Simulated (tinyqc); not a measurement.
Inputs raised by 2 %, one at a time: collinear exchange A + BC -> AB + C on a London-Eyring-Polanyi-Sato surface: saddle, string of images and rate. Computed by tinyqc, a small Python program. Command: `OMP_NUM_THREADS=1 python tinyqc.py 3114131 3114132 out.jsonl leps sens`. One thread of a shared host (Intel(R) Xeon(R) Processor @ 2.30GHz), about 0.4 s of CPU time with the checks.

x = r(AB), y = r(BC), r(AC) = x + y. V is counted from separated atoms, the barrier from A + BC, that is V + D(BC).

Inputs (values chosen for the exercise, bond data loosely for abstraction of hydrogen from a Ge-H bond by a hydrogen atom; the barrier is not fitted):

| quantity | value | unit |
|---|---|---|
| D(AB) | 4.69 | eV |
| r0(AB) | 0.742 | angstrom |
| beta(AB) | 1.94 | 1/angstrom |
| D(BC) | 3.73 | eV |
| r0(BC) | 1.53 | angstrom |
| beta(BC) | 1.45 | 1/angstrom |
| D(AC) | 3.61 | eV |
| r0(AC) | 1.53 | angstrom |
| beta(AC) | 1.45 | 1/angstrom |
| Sato parameter S | 0.12 | - |
| mass of A | 1.008 | u |
| mass of B | 1.008 | u |
| mass of C | 72.6 | u |
| temperature T | 1200 | K |
| step of the string | 0.015 | angstrom^2/eV |

Constants: nu for 1 eV/(angstrom^2 u) = 15.6333042 THz; h x 1 THz = 4.135667696 meV; k_B = 1.380649e-23 J/K; u = 1.6605390666e-27 kg; k_B = 8.617333262e-05 eV/K.

Method:
- For each pair, with u = exp(-beta (r - r0)): Q = D [(3 + S) u^2 - (2 + 6 S) u]/(4 (1 + S)), J = D [(1 + 3 S) u^2 - (6 + 2 S) u]/(4 (1 + S)); V = Q1 + Q2 + Q3 - sqrt(((J1 - J2)^2 + (J2 - J3)^2 + (J3 - J1)^2)/2).
- String of 9 images between the fixed ends (r0(AB) + 2, r0(BC)) and (r0(AB), r0(BC) + 2), started on the two straight legs through (r0(AB) + 0.3, r0(BC) + 0.3): each iteration moves the inner images by -step x gradient (central differences) and spaces them evenly again along the broken line (coordinates are kept between 0.2 and 8 angstrom); stop when no coordinate changes by more than 1e-5 angstrom, at most 400 iterations.
- From the highest inner image, z -> z - H^-1 g with gradient g and Hessian H by central differences, steps capped at 0.15 angstrom, 12 steps.
- Wilson matrix G = [[1/m_A + 1/m_B, -1/m_B], [-1/m_B, 1/m_B + 1/m_C]]; eigenvalues lambda of G H give nu = 15.6333042 THz x sqrt(|lambda|), the negative one being imaginary. Reactant: nu_BC from k = 2 D beta^2 and 1/m_B + 1/m_C. Skew angle: cos = sqrt(m_A m_C/((m_A + m_B)(m_B + m_C))).
- One-dimensional rate constant without tunnelling, k = sqrt(k_B T/(2 pi mu)) [sinh(h nu_BC/(2 k_B T))/sinh(h nu_s/(2 k_B T))] exp(-barrier/(k_B T)) with mu = m_A (m_B + m_C)/(m_A + m_B + m_C); Wigner factor 1 + (h nu_i/(k_B T))^2/24; adiabatic barrier = barrier + h (nu_s - nu_BC)/2.

Runs:

| input moved | from | to | barrier (eV) | imaginary frequency (THz) | real frequency at the saddle (THz) | rate constant k (cm/s) |
|---|---|---|---|---|---|---|
| base run | - | - | 0.28864 | 50.223 | 31.421 | 18340 |
| Sato parameter S | 0.12 | 0.1224 | 0.28095 | 49.607 | 31.552 | 19663 |
| D(AB) (eV) | 4.69 | 4.7838 | 0.27158 | 48.321 | 32.021 | 21171 |
| D(BC) (eV) | 3.73 | 3.8046 | 0.30486 | 51.598 | 31.362 | 15941 |
| D(AC) (eV) | 3.61 | 3.6822 | 0.29647 | 51.182 | 31.241 | 17112 |
| mass of A (u) | 1.008 | 1.02816 | 0.28864 | 50.027 | 31.238 | 18282 |
| mass of B (u) | 1.008 | 1.02816 | 0.28864 | 49.924 | 31.302 | 18157 |
| temperature T (K) | 1200 | 1224 | 0.28864 | 50.223 | 31.421 | 19435 |

Exponents ln(y'/y) / ln(x'/x):

| input | barrier | imaginary frequency | real frequency at the saddle | rate constant k |
|---|---|---|---|---|
| Sato parameter S | -1.363 | -0.623 | 0.209 | 3.518 |
| D(AB) | -3.076 | -1.949 | 0.955 | 7.250 |
| D(BC) | 2.761 | 1.364 | -0.095 | -7.078 |
| D(AC) | 1.353 | 0.956 | -0.290 | -3.499 |
| mass of A | 0.000 | -0.197 | -0.296 | -0.160 |
| mass of B | 0.000 | -0.301 | -0.192 | -0.506 |
| temperature T | 0.000 | 0.000 | 0.000 | 2.930 |

Among the inputs moved here: barrier answers most in size to D(AB) (exponent -3.076), next to D(BC) (+2.761); its exponent is below 0.0005 for mass of A, mass of B, temperature T. Its exponent 0.000 in mass of A: masses do not enter the surface. Its exponent 0.000 in mass of B: masses do not enter the surface. Imaginary frequency answers most in size to D(AB) (exponent -1.949), next to D(BC) (+1.364); its exponent is below 0.0005 for temperature T. real frequency at the saddle answers most in size to D(AB) (exponent +0.955), next to mass of A (-0.296); its exponent is below 0.0005 for temperature T. rate constant k answers most in size to D(AB) (exponent +7.250), next to D(BC) (-7.078).
